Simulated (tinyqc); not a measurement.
A particle near a wafer in liquid: double-layer and van der Waals forces (DLVO), deposition barrier and removal. Changing the particle radius R. Computed by tinyqc, a small Python program. Command: `OMP_NUM_THREADS=1 python tinyqc.py 3111841 3111842 out.jsonl dlvo sweep`. One thread of a shared host (Intel(R) Xeon(R) Processor @ 2.30GHz), about 0.01 s of CPU time with the checks.

Sphere and flat wall, Derjaguin approximation, constant potentials in the linear-superposition form, no retardation and no hydration force.

Inputs (values chosen for the exercise, of the order of those for polymer latex on silicon in water): Hamaker constant A = 1.6e-20 J; potential of the particle psi_1 = 30 mV; potential of the wafer psi_2 = -15 mV; salt concentration c = 0.00023 mol/L; valence z of the symmetric salt = 1; temperature T = 343 K; dielectric constant of the liquid = 63.7; contact distance h0 = 0.3 nm; contact radius over R = 0.048; viscosity = 0.58 mPa s.

Constants: e = 1.602176634e-19 C; N_A = 6.02214076e+23 1/mol; eps_0 = 8.8541878128e-12 F/m; k_B = 1.380649e-23 J/K; k_B = 8.617333262e-05 eV/K.

Method. kappa^2 = 2 z^2 e^2 N_A (1000 c)/(eps eps_0 k_B T); gamma_i = tanh(z e psi_i/(4 k_B T)); Z = 64 pi eps eps_0 (k_B T/(z e))^2 gamma_1 gamma_2. Adhesion F_a = A R/(6 h0^2) [1 + a^2/(R h0)] - kappa Z R exp(-kappa h0), a the contact radius. Drag in a shear flow F_d = 1.7 x 6 pi mu R^2 G, acting at 1.4 R; rolling starts when 1.4 R F_d = a F_a. Wall shear stress = mu G.

One run for each value:
```
particle radius R (nm)  wall shear stress for rolling (Pa)  net adhesion F_a (pN)    kappa R
5                                                     6618              1.546e+02  2.580e-01
11                                                    3141              3.552e+02  5.676e-01
22                                                    1692              7.655e+02  1.135e+00
47                                                     922              1.903e+03  2.425e+00
100                                                    562              5.254e+03  5.160e+00
210                                                    395              1.629e+04  1.084e+01
450                                                    314              5.948e+04  2.322e+01
950                                                    277              2.337e+05  4.902e+01
2000                                                   259              9.698e+05  1.032e+02
```

Over the rows, wall shear stress for rolling (Pa) falls from 6620 to 259 (exponent d ln y / d ln x -0.95 between the first rows and -0.088 between the last); net adhesion F_a (pN) rises from 155 to 970000 (exponent d ln y / d ln x 1.1 between the first rows and 1.9 between the last); kappa R rises from 0.258 to 103 (exponent d ln y / d ln x about 1.0 throughout). At the low end the exponent of wall shear stress for rolling is -0.95, close to -1: adhesion goes as R and drag as R^2. The smallest particle needs 25.5 times the shear stress of the largest.

Caution (rows 5.00, 11.0, 22.0, 47.0): kappa R is not large, so the Derjaguin approximation is only rough at gaps of the order of the Debye length.

Extremes, crossings and ranges named in words are read from the listed rows.
